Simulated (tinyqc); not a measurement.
## Absorption coefficient and reflectance from two thicknesses

Inverse problem. With transparent contact layers the responsivity is (1 - Rf)(1 - exp(-al wi)) q lam/(h c). The second absorber is twice as thick as the first. Find al and Rf.

Values chosen for this exercise:

| symbol | value | unit | meaning |
|---|---|---|---|
| lam | 1550 | nm | wavelength |

Constants: q = 1.602176634e-19 C, h = 6.62607015e-34 J s, c = 299792458 m/s. Results are converted to the units shown.

responsivity for wi = 1.2 and 2.4 um (A/W): [0.14152076, 0.26015514]

Solution. The ratio of the responsivities is 1 + exp(-al w1), which gives al; either value then gives 1 - Rf.

al = 1.47e3 1/cm
Rf = 0.300

Numbers from tinyqc (`OMP_NUM_THREADS=1 python tinyqc.py 2250111 2250112 out.jsonl`; about 0.01 s on one thread of a shared Intel Xeon 2.30GHz).
